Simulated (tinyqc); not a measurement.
Worked calculation: geometry optimisation on the RHF/3-21g surface (energies and gradients from PySCF), for H3+, spin multiplicity 1. One step of it, computed by the program tinyqc.

Task: Step 2: move. Quasi-Newton step p = -H^(-1) g (the inverse Hessian comes from BFGS updates; coordinates in the order x, y, z of each atom); steps longer than 0.1 bohr are cut back (factor 0.442 here).

positions after step 1 (bohr):
```
,x,y,z
1H,0.010449,0.061513,-0.019198
2H,0.026530,-0.005072,1.711286
3H,0.046169,1.534708,0.908174
```

gradient (hartree/bohr):
```
,x,y,z
1H,-0.00059307,-0.01645907,-0.02979136
2H,-0.00004637,-0.01818845,0.02807683
3H,0.00063944,0.03464752,0.00171453
```

inverse Hessian in use (bohr^2/hartree):
```
,1,2,3,4,5,6,7,8,9
1,1.666887,0.006153,0.010987,0.000018,0.006729,-0.010315,-0.000238,-0.012882,-0.000671
2,0.006153,1.838546,0.307063,0.000499,0.188045,-0.288346,-0.006652,-0.359924,-0.018717
3,0.010987,0.307063,2.214658,0.000893,0.335673,-0.514436,-0.011880,-0.642736,-0.033555
4,0.000018,0.000499,0.000893,1.666668,0.000547,-0.000839,-0.000019,-0.001045,-0.000054
5,0.006729,0.188045,0.335673,0.000547,1.872271,-0.315140,-0.007276,-0.393649,-0.020532
6,-0.010315,-0.288346,-0.514436,-0.000839,-0.315140,2.149563,0.011154,0.603486,0.031540
7,-0.000238,-0.006652,-0.011880,-0.000019,-0.007276,0.011154,1.666924,0.013927,0.000725
8,-0.012882,-0.359924,-0.642736,-0.001045,-0.393649,0.603486,0.013927,2.420240,0.039250
9,-0.000671,-0.018717,-0.033555,-0.000054,-0.020532,0.031540,0.000725,0.039250,1.668682
```

Give: positions after step 2.

Result:

positions after step 2 (bohr):
```
,x,y,z
1H,0.011,0.090,0.031
2H,0.027,0.026,1.664
3H,0.045,1.476,0.905
```
